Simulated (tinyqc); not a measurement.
Beam energy: resolution against speed: sputter depth profiling of a dopant layer: erosion rate, quantification and the mixing-roughness response. Computed by tinyqc, a small Python program. Command: `OMP_NUM_THREADS=1 python tinyqc.py 3020887 3020888 out.jsonl sims walk`. One thread of a shared host (Intel(R) Xeon(R) Processor @ 2.30GHz), about 0.05 s of CPU time with the checks.

A rastered ion beam erodes silicon (49.94 atoms per nm^3). The measured profile is the true one convolved with a depth response.

Inputs (values chosen for the exercise, modelled on a dopant in silicon under an oxygen or caesium beam):
```
quantity                               value    unit
beam energy E                            4.2     keV
beam current                             310      nA
raster side                              200      um
sputter yield at 1 keV                   1.1       -
mixing length at 1 keV                   1.4      nm
roughness sigma                          1.4      nm
depth of the top edge z0                  23      nm
box width b                              1.6      nm
box concentration C                  2.9e+20  1/cm^3
relative sensitivity factor RSF        9e+20  1/cm^3
matrix count rate                     330000     1/s
background count rate                   0.38     1/s
counting time per point                  0.5       s
level that defines the junction C_B    3e+16  1/cm^3
```

True profile: box.

Constants: e = 1.602176634e-19 C.

Method:
- Scaling chosen for the exercise: yield Y = Y1 E^0.5, mixing length w = w1 E^0.5 (E in keV).
- Erosion rate = Y I/(e x raster^2 x density); depth step = rate x counting time; concentration = RSF x counts/matrix counts; detection limit = RSF x 3 sqrt(background x time)/(matrix rate x time).
- Mixing alone turns a layer at z0 into (1/w) exp(-(z - z0 + w)/w) for z > z0 - w; roughness adds a Gaussian of width sigma. With x = z - z0 + w: g(x) = (1/(2w)) exp(sigma^2/(2 w^2) - x/w) erfc((sigma/w - x/sigma)/sqrt2), and its integral G(x) = (1/2) erfc(-x/(sigma sqrt2)) - w g(x). Measured: C [G(x) - G(x - b)].
- Width = full width at half maximum; the apparent junction is the deep point where the profile falls to C_B; time to profile to twice z0 = 2 z0/erosion rate, at fixed current.

erosion rate = 2.18353 nm/s

Measured values:
```
E (keV)  w (nm)  peak (1/cm^3)  width (nm)  apparent junction (nm)  time (min)
0.15     0.5422     1.1863e+20      3.6638                  30.808      1.8579
0.25     0.7000     1.1525e+20      3.7565                  31.648      1.4391
0.50     0.9899     1.0875e+20      3.9415                  33.465      1.0176
1.00     1.4000     9.9893e+19      4.2167                  36.209      0.7196
2.00     1.9799     8.8951e+19      4.6148                  40.115      0.5088
4.00     2.8000     7.6653e+19      5.1862                  45.515      0.3598
8.00     3.9598     6.3957e+19      6.0094                  52.863      0.2544
```

What does the comparison show, and why?

From the highest to the lowest energy the width goes from 6.01 to 3.66 nm, towards the floor set by roughness and the box width 1.6 nm, and the junction error from 28.3 to 6.21 nm, at 7.3 times the time. Extrapolating the tail slope to zero energy separates mixing from real diffusion. Caution: the surface transient, segregation under the beam and the growth of roughness with depth are left out, and real yields fall faster near the sputter threshold.

Extremes, crossings and ranges named in words are read from the listed rows.
